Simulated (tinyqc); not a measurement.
Carbon nanotube by zone folding: one step. Geometry. Five cases, with inputs chosen for the exercise.

Problem. Form d, theta, dR, t1, t2, N and |T|, and (n - m) mod 3.

Circumference C = n a1 + m a2, a = sqrt3 acc; d = a sqrt(n^2 + nm + m^2)/pi; tan(theta) = sqrt3 m/(2n + m); dR = gcd(2n + m, 2m + n); T = t1 a1 + t2 a2 with t1 = (2m + n)/dR, t2 = -(2n + m)/dR, |T| = sqrt3 pi d/dR; N = 2 (n^2 + nm + m^2)/dR hexagons a cell. On cutting line mu = 0 to N - 1 at x = k|T|/(2 pi) the phases are p1 = 2 pi (-t2 mu + m x)/N, p2 = 2 pi (t1 mu - n x)/N, and E = -/+ t |1 + exp(i p1) + exp(i p2)|.

Give: d; theta; dR, t1, t2, N; |T|; (n - m) mod 3.

Case 1.

Values chosen (out of a larger set: near those used for carbon; not measured data): n = 10 (chiral index); m = 10 (chiral index); acc = 1.44 angstrom (bond length).

Solution.

d = 13.751 angstrom
theta = 30.00 degrees

dR, t1, t2, N: [30, 1, -1, 20]

|T| = 2.494 angstrom
(n - m) mod 3 = 0

A cutting line passes through K: metallic in zone folding; armchair, 40 atoms a cell.

Case 2.

Values chosen (out of a larger set: near those used for carbon; not measured data): n = 9 (chiral index); m = 8 (chiral index); acc = 1.44 angstrom (bond length).

Solution.

d = 11.695 angstrom
theta = 28.05 degrees

dR, t1, t2, N: [1, 25, -26, 434]

|T| = 63.638 angstrom
(n - m) mod 3 = 1

The nearest line misses K by a third of the spacing 2/d: semiconducting in zone folding; chiral, 868 atoms a cell.

Case 3.

Values chosen (out of a larger set: near those used for carbon; not measured data): n = 6 (chiral index); m = 6 (chiral index); acc = 1.42 angstrom (bond length).

Solution.

d = 8.136 angstrom
theta = 30.00 degrees

dR, t1, t2, N: [18, 1, -1, 12]

|T| = 2.460 angstrom
(n - m) mod 3 = 0

A cutting line passes through K: metallic in zone folding; armchair, 24 atoms a cell.

Case 4.

Values chosen (out of a larger set: near those used for carbon; not measured data): n = 9 (chiral index); m = 5 (chiral index); acc = 1.44 angstrom (bond length).

Solution.

d = 9.756 angstrom
theta = 20.63 degrees

dR, t1, t2, N: [1, 19, -23, 302]

|T| = 53.085 angstrom
(n - m) mod 3 = 1

The nearest line misses K by a third of the spacing 2/d: semiconducting in zone folding; chiral, 604 atoms a cell.

Case 5.

Values chosen (out of a larger set: near those used for carbon; not measured data): n = 13 (chiral index); m = 13 (chiral index); acc = 1.42 angstrom (bond length).

Solution.

d = 17.628 angstrom
theta = 30.00 degrees

dR, t1, t2, N: [39, 1, -1, 26]

|T| = 2.460 angstrom
(n - m) mod 3 = 0

A cutting line passes through K: metallic in zone folding; armchair, 52 atoms a cell.

Computed by tinyqc, one run a case: `OMP_NUM_THREADS=1 python tinyqc.py N N+1 out.jsonl` with N = 1480884, 1481374, 1481440, 1481936, 1482072; one thread of a shared Intel(R) Xeon(R) Processor @ 2.30GHz, about 0.04 s a run at most.
